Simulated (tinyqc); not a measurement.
# Capacitances against the relative permittivity between the lines

Endless row of lines of width wl, height tl and space sl between grounded planes at distance hd; e2 fills the gaps beside the lines, e1 the rest. Laplace's equation is solved on meshes of 3, 6 and 12 steps per unit u and extrapolated (Aitken), which is good to about 0.2 %. C_even (all lines at 1 V) is the capacitance Cg to the planes; C_odd (neighbours in antiphase) = Cg + 4 Cc if only nearest neighbours couple, which defines Cc; total with quiet neighbours Cg + 2 Cc. Plate values 2 eps0 e1 wl/hd and eps0 e2 tl/sl.

Inputs (values chosen for the exercise):
- e1 = 3.9 (relative permittivity above and below the lines)
- wl = 4 u (line width, in units u)
- tl = 6 u (line height)
- sl = 6 u (space between lines)
- hd = 4 u (distance to each plane)

Constants: eps0 = 8.8541878128e-12 F/m. Results are converted to the units shown.

The same in every row: plate Cg (aF/um) = 69.1.

Capacitances against the relative permittivity between the lines:
```
e2,Cg (aF/um),Cc (aF/um),Cg + 2 Cc (aF/um),C_odd (aF/um),plate Cc (aF/um),"share of coupling, 2 Cc/(Cg + 2 Cc) (%)"
1,133,11.1,156,178,8.85,14.3
1.5,137,14.9,167,197,13.3,17.9
2,141,18.8,178,216,17.7,21.1
2.5,143,22.8,189,234,22.1,24.2
3,145,26.9,199,253,26.6,27.0
3.9,149,34.3,217,286,34.5,31.6
5,152,43.5,239,326,44.3,36.4
7,156,60.6,277,398,62.0,43.7
```

What does the comparison show?

As e2 goes from 1 to 7, Cg rises from 133 to 156 aF/um, Cc rises from 11.1 to 60.6 aF/um and the share of coupling rises from 14.3 to 43.7 %. Cg is 1.93 times its plate value in the first row and 2.26 times in the last; for Cc the ratios are 1.26 and 0.977. Neighbours in antiphase raise the load by a factor of 1.14 and 1.44 over quiet ones.

Computed by the program tinyqc: `OMP_NUM_THREADS=1 python tinyqc.py 2790108 2790109 out.jsonl`, one thread of a shared Intel Xeon 2.30GHz, about 0.5 s for the whole run.
